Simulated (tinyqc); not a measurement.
What each parameter does: inversion layer as a triangular well, valleys of the Si type.

Six ellipsoidal valleys with their long axes along the cube axes, mass ml along the axis and mt across it. For a valley whose axis makes the angle theta with the surface normal, 1/m_z = cos^2(theta)/ml + sin^2(theta)/mt sets the confinement; in the plane the masses are m_1 = mt and m_2 = ml mt/m_z, and m_d = sqrt(m_1 m_2).

The field is taken as constant, e F = 4 pi (e^2/4 pi eps0)(Nd + eta Ns)/eps, with 1e12/cm^2 = 1e-4/angstrom^2, and the oxide as a hard wall at z = 0; c = hbar^2/2m0.

Level j of a valley lies at E_j = a_j (c (e F)^2/m_z)^(1/3) above the band edge at the surface, with the Airy zeros a_j = 2.338107, 4.087949, 5.520560, 6.786708, 7.944134, 9.022651, 10.040174, 11.008524, 11.936016, 12.828777, and has <z> = 2 E_j/(3 e F).

Subband i holds n_i = g m_d/(2 pi c) kB T ln(1 + exp((EF - E_i)/kB T)) (spin included), and EF is fixed by sum n_i = Ns over the levels listed or, where none are listed, over j = 0 to 9 of each group; 1e12/cm^2 = 1e-4/angstrom^2.

Constants: hbar^2/2m0 = 3.80998211 eV angstrom^2; e^2/(4 pi eps0) = 14.39964547 eV angstrom; kB = 8.617333262e-05 eV/K.

Parameters, chosen for this exercise (near those of Si; not measured data):
- ml = 0.904 m0 (longitudinal mass)
- mt = 0.194 m0 (transverse mass)
- eps = 11.6 (dielectric constant)
- Nd = 0.17 x 1e12/cm^2 (depletion charge)
- eta = 0.75 (share of Ns in the effective field)
- face = 111 (surface)
- Ns = 5.3 x 1e12/cm^2 (electron sheet density)
- T = 300 K (temperature)

Field, ladders and EF anew.

Results for these values:
```
case  lowest E (eV)  EF (eV)  share of lowest (%)  <z> (angstrom)
base         0.1979   0.1625                 99.6           20.46
```

What happens to each result for ml = 0.994 m0, all else kept?

Answer: lowest E falls from 0.1979 to 0.1973; EF falls from 0.1625 to 0.1606; share of lowest does not change at the printed digits; <z> falls from 20.46 to 20.40.

The same for each parameter in turn:
```
case                    lowest E (eV)  EF (eV)  share of lowest (%)  <z> (angstrom)
base                           0.1979   0.1625                 99.6           20.46
Ns = 10.6 x 1e12/cm^2          0.3098   0.2955                100.0           16.31
Nd = 0.085 x 1e12/cm^2         0.1952   0.1597                 99.6           20.60
T = 260 K                      0.1979   0.1709                 99.8           20.43
ml = 0.994 m0                  0.1973   0.1606                 99.6           20.40
mt = 0.213 m0                  0.1924   0.1555                 99.6           19.90
eps = 10.4                     0.2128   0.1774                 99.8           19.71
```

Computed by tinyqc, a small Python program: `OMP_NUM_THREADS=1 python tinyqc.py 1252639 1252640 out.jsonl` (the numbers bound the seed that draws the inputs); one thread of a shared host (Intel(R) Xeon(R) Processor @ 2.30GHz), about 0.03 s for the whole set of steps.
